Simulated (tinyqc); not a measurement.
Two-diode model of a solar cell: two steps of the calculation.

J is the current delivered and Vj = V + J Rs the junction voltage. J = X JL - J01 (exp(Vj/(n1 Vt)) - 1) - J02 (exp(Vj/(2 Vt)) - 1) - Vj/Rp. The photocurrent does not depend on voltage.

Parameters, values chosen for the exercise; values of the order met in cells of germanium:

| symbol | value | unit | meaning |
|---|---|---|---|
| T | 298.15 | K | temperature |
| JL | 41.4 | mA/cm^2 | photocurrent at one sun |
| X | 0.3 | suns | concentration |
| J01 | 2.7e-7 | A/cm^2 | saturation current of the first diode |
| n1 | 1 |  | ideality factor of the first diode |
| Rs | 1.9 | ohm cm^2 | series resistance |
| Rp | 6000 | ohm cm^2 | shunt resistance |
| Pin | 100 | mW/cm^2 | incident power at one sun |
| J02 | 4.2e-5 | A/cm^2 | saturation current of the second diode (ideality 2) |

Constants: q = 1.602176634e-19 C, kB = 1.380649e-23 J/K, Vt = kB T/q. Results are converted to the units shown.

Problem 1. New Vj. Maximum power: dP/dVj = f = J (1 + 2 Rs G) - G Vj = 0. G = -dJ/dVj = J01 exp(Vj/(n1 Vt))/(n1 Vt) + J02 exp(Vj/(2 Vt))/(2 Vt) + 1/Rp. H = dG/dVj; f' = -2 G - 2 Rs G^2 + (2 Rs J - Vj) H; Vj(new) = Vj - f/f'.

Vj at the start = 0.23 V

Give: J; G; H; f; f'; Vj after iteration 1.

Solution 1.

J = 6.648 mA/cm^2
G = 0.1532 S/cm^2
H = 4.557 S/(cm^2 V)
f = -24.71 mA/cm^2
f' = -1.328 S/cm^2
Vj after iteration 1 = 0.2114 V

Problem 2. Figures of merit. Jsc at V = 0, Voc at J = 0, the maximum power point where J (1 + 2 Rs G) = G Vj with G = -dJ/dVj; FF = Vmp Jmp/(Voc Jsc); efficiency Vmp Jmp/(X Pin). Empirical fill factor without parasitics FF0 = (v - ln(v + 0.72))/(v + 1), v = Voc/(n1 Vt).

Find: Jsc; Voc; Vmp; Jmp; FF; efficiency; FF0.

Solution 2.

Jsc = 12.39 mA/cm^2
Voc = 0.2576 V
Vmp = 0.1790 V
Jmp = 9.867 mA/cm^2
FF = 0.5532
efficiency = 5.886 %
FF0 = 0.6939

FF is 20 % below FF0. Removing one loss at a time changes the efficiency by: second diode +1.40, series resistance +0.64, shunt +0.02 points.

tinyqc, about 0.01 s, one thread, Intel Xeon 2.30GHz (shared host): `OMP_NUM_THREADS=1 python tinyqc.py 2280110 2280111 out.jsonl`
